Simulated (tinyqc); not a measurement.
MOSFET in the linear regime without short-channel effects, parameter extraction from computed curves: two steps of the calculation.

Inversion charge Q = Cox n Vt W0(exp((Vg - VT)/(n Vt))), W0 the Lambert function and n = nf; u = Q/Cox; mobility mu = mu0/(1 + th1 u + th2 u^2); channel resistance Rch = (L - dL)/(W mu Q); Id = Vd/(Rch + Rsd/W). Cox = eps0 eox/tox. Small Vd, no channel-length or drain effects.

Inputs (values chosen for the exercise); channel values of the order met in silicon transistors: temperature T = 300 K; relative permittivity of the gate insulator (close to silicon dioxide) eox = 3.9; insulator thickness tox = 1.3 nm; low-field mobility mu0 = 190 cm^2/(V s); first mobility attenuation factor th1 = 0.52 1/V; second mobility attenuation factor th2 = 0.08 1/V^2; threshold voltage VT = 0.56 V; body factor nf = 1.18; gate width W = 0.5 um; drawn gate length L = 1.8 um; drawn less effective length dL = 0.017 um; source plus drain resistance Rsd = 95 ohm um; drain voltage Vd = 0.05 V.

Constants: q = 1.602176634e-19 C, kB = 1.380649e-23 J/K, Vt = kB T/q, eps0 = 8.8541878128e-14 F/cm where lengths are in cm. Results are converted to the units shown.

Problem 1. Transfer curve. u, mu, Rch and Id as defined.

Vg, point 0 to 8 (V): [0.32, 0.44, 0.56, 0.68, 0.8, 0.92, 1.04, 1.16, 1.28]

Find: u; mu; Rch; Id.

Solution 1.

u, point 0 to 8 (V): [1.1679e-5, 5.8565e-4, 0.017301, 0.087764, 0.18501, 0.29118, 0.40139, 0.51385, 0.62774]
mu, point 0 to 8 (cm^2/(V s)): [190.00, 189.94, 188.30, 181.60, 172.89, 164.05, 155.53, 147.48, 139.92]
Rch, point 0 to 8 (ohm): [6.0499e8, 1.2068e7, 4.1209e5, 84233, 41969, 28105, 21504, 17715, 15285]
Id, point 0 to 8 (uA): [8.2646e-5, 0.0041430, 0.12128, 0.59226, 1.1860, 1.7671, 2.3047, 2.7925, 3.2311]

Problem 2. Threshold and mobility at the peak transconductance. gm_i = (Id_(i+1) - Id_(i-1))/(Vg_(i+1) - Vg_(i-1)); at the point j of largest gm the tangent meets the axis at V_ext = Vg_j - Id_j/gm_j; field-effect mobility gm_j L/(W Cox Vd) with the drawn L.

Vg, point 0 to 8 (V): [0.32, 0.44, 0.56, 0.68, 0.8, 0.92, 1.04, 1.16, 1.28]
Id, point 0 to 8 (uA): [8.2645762e-5, 0.0041429740, 0.12127773, 0.59225869, 1.1859803, 1.7671114, 2.3047434, 2.7924869, 3.2310636]

Give: gm; j; V_ext; field-effect mobility.

Solution 2.

gm, point 1 to 7 (uS): [0.5050, 2.450, 4.436, 4.895, 4.662, 4.272, 3.860]
j = 4
V_ext = 0.5577 V
field-effect mobility = 132.7 cm^2/(V s)

V_ext is 2.3 mV below the model VT, and the mobility so found is 31 % below mu0 L/(L - dL) = 192 cm^2/(V s), the value for the drawn L; attenuation, series resistance and the slow approach of Q to a straight line all lower the peak gm.

Numbers from tinyqc (`OMP_NUM_THREADS=1 python tinyqc.py 2210004 2210005 out.jsonl`; about 0.01 s on one thread of a shared Intel Xeon 2.30GHz).
